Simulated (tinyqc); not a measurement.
Worked calculation: Rayleigh-quotient iteration on a symmetric matrix. One step of it, computed by the program tinyqc.

Task: Step 2. solve (A - shift) w = v; v' = w/|w| with its largest component positive (the first on a tie); lambda = v'^T A v'; the next shift is lambda.

A:
$$\begin{pmatrix}
1.403000 & -0.656000 & 0.189000 \\
-0.656000 & 1.984000 & -0.475000 \\
0.189000 & -0.475000 & 2.677000
\end{pmatrix}$$

vector after step 1: [0.890935, 0.432325, -0.139033]

Rayleigh quotient after step 1 = 1.041150

Give: vector after step 2; Rayleigh quotient after step 2.

Result:

vector after step 2: [0.8157, 0.5731, 0.0785]

Rayleigh quotient after step 2 = 0.9698
